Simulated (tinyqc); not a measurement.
Precursor delivery and alloy composition in metal-organic vapour-phase epitaxy: one step, computed by the program tinyqc.

Carrier gas leaves each bubbler saturated. Group-III species cross a boundary layer and react at the surface; element 2 can also desorb. The film is (1)_(1-x) (2)_x V with a zinc-blende cell.

Task: Transport to the surface. Partial pressure p_i = p F_i/(44615 x total flow in slm); density n_i = p_i/(k_B T), 1 torr = 133.322 Pa; D = D0 (T/273.15)^1.75 (760/p), h = D/delta, the same for both; k_s = prefactor x exp(-energy/(k_B T)); arrival J_i = n_i/(1/h + 1/k_s); in layers per second g_i = J_i a^2/2 (two group-III sites per a^2 on (001)). Temperatures in kelvin are T(C) + 273.15.

Inputs (values chosen for the exercise, close to those used for InGaP from TEGa and TMIn): source 1: bath temperature = 24 C; source 2: bath temperature = 27 C; total flow = 16 slm; reactor pressure p = 760 torr; diffusivity D0 at 273.15 K and 760 torr = 0.36 cm^2/s; boundary layer delta = 0.7 cm; prefactor of the surface rate k_s = 2.2e+13 cm/s; energy of k_s = 1.94 eV; lattice constant a = 5.65 angstrom; growth temperature T = 620 C.

molar flows (micromol/min): F1 0.8868123, F2 14.80936

Constants: k_B = 1.380649e-23 J/K; k_B = 8.617333262e-05 eV/K.

Give: densities; h; k_s; arrival rates.

Result:

densities (1/cm^3): n1 1.0208e+13, n2 1.7047e+14

h = 4.0890 cm/s

k_s = 248.65 cm/s

arrival rates (layers/s): g1 0.065545, g2 1.0946

Growth is transport-limited.
